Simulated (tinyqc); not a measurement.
## Trap density from two Hall measurements

Inverse problem. p-type body, charge-sheet picture, full ionisation (an idealisation for deep acceptors), Boltzmann statistics for free electrons. e = Ec - EF at the surface. psi = Eg - Vt ln(Nv/Na) - e; N_dep = sqrt(2 eps0 eps_r Na (psi - Vt)/q); n_f = sqrt(N_dep^2 + 2 eps0 eps_r Vt Nc exp(-e/Vt)/q) - N_dep; Vg = Vfb + psi + q (N_dep + n_t + n_f)/Cox, Cox = eps0 eox/tox. Find e and n_t at both points and the mean trap density between them.

Values chosen for this exercise; band and dielectric values close to those of silicon:
```
symbol    value   unit                                   meaning
T           250      K                               temperature
Eg         1.12     eV                                  band gap
eps_r      11.7                            relative permittivity
Nc      2.14e19  cm^-3    conduction-band density of states at T
Nv      1.99e19  cm^-3       valence-band density of states at T
eox         3.9           relative permittivity of the insulator
tox          44     nm                       insulator thickness
Na         8e16  cm^-3                          acceptor density
Vfb       -0.84      V  flat-band voltage without trapped charge
```

Constants: q = 1.602176634e-19 C, kB = 1.380649e-23 J/K, Vt = kB T/q, eps0 = 8.8541878128e-14 F/cm where lengths are in cm. Results are converted to the units shown.

Vg (V): 2.6592778  6.1608136
free sheet density from the Hall effect (cm^-2): 3.1829249e9  5.3637903e11

Answer. Each n_f fixes e; what the gate voltage holds beyond psi, N_dep and n_f is trapped; the difference quotient is the density, smeared over a few Vt.

e (eV): 0.1490  0.03200
n_t (cm^-2): 3.665e11  1.428e12
mean trap density = 9.073e12 cm^-2 eV^-1

Program tinyqc, `OMP_NUM_THREADS=1 python tinyqc.py 2222184 2222185 out.jsonl`; Intel Xeon 2.30GHz, shared host, one thread, about 0.02 s.
